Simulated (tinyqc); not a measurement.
What each parameter does: type-II superlattice in the two-band Kane model.

Motion along the axis, period d = a + b, c = hbar^2/2m0. Conduction and light-hole bands couple: (E - Ec)(E - Ev) = Ep c k^2 in each layer, with mass m(E) = (E - Ev)/Ep, which may be negative. The conduction envelope psi and psi'/m(E) are continuous; a layer carries them by [[cos kt, (m/k) sin kt], [-(k/m) sin kt, cos kt]] (cosh and sinh for k^2 < 0), and cos(q d) = tr(M_B M_A)/2. C1 is the first miniband above EvB, with its bottom at tr/2 = +1 and its top at -1; the gap is the bottom of C1 less the top heavy-hole level HH1.

Heavy holes are uncoupled: with e = EvB - E, p = sqrt(mhB e/c), w = sqrt(mhA (EvB - EvA - e)/c), the top level HH1 at q = 0 solves (p/mhB) tan(p b/2) = (w/mhA) tanh(w a/2).

Constants: hbar^2/2m0 = 3.80998211 eV angstrom^2.

Inputs chosen for the exercise (near those of an InAs/GaSb superlattice; not measured data):
```
symbol  value  unit      meaning
a       22     angstrom  layer A
b       49     angstrom  layer B
EcA     0      eV        conduction edge of A
EvA     -0.42  eV        valence edge of A
EcB     0.953  eV        conduction edge of B
EvB     0.131  eV        valence edge of B
EpA     14.3   eV        coupling energy in A
EpB     18.3   eV        coupling energy in B
mhA     0.34   m0        heavy hole in A
mhB     0.26   m0        heavy hole in B
```

Bottom and width of C1, HH1 and the gap.

Results for these values:
```
case  C1 (eV)  width (meV)  HH1 (eV)  gap (meV)
base   0.4810         56.8    0.0922      388.8
```

What happens to each result for EvB = 0.111 eV, all else kept?

Answer: C1 falls from 0.4810 to 0.4785; width falls from 56.8 to 54.0; HH1 falls from 0.0922 to 0.0725; gap rises from 388.8 to 406.0.

The same for each parameter in turn:
```
case             C1 (eV)  width (meV)  HH1 (eV)  gap (meV)
base              0.4810         56.8    0.0922      388.8
a = 19 angstrom   0.5310         64.1    0.0924      438.6
b = 46 angstrom   0.4763         65.9    0.0881      388.2
EvB = 0.111 eV    0.4785         54.0    0.0725      406.0
EcB = 1.003 eV    0.4929         50.1    0.0922      400.7
EvA = -0.45 eV    0.4780         56.1    0.0918      386.3
EpA = 15.4 eV     0.4876         58.8    0.0922      395.4
mhB = 0.3 m0      0.4810         56.8    0.0956      385.5
```

Computed by tinyqc, a small Python program: `OMP_NUM_THREADS=1 python tinyqc.py 1252543 1252544 out.jsonl` (the numbers bound the seed that draws the inputs); one thread of a shared host (Intel(R) Xeon(R) Processor @ 2.30GHz), about 0.05 s for the whole set of steps.
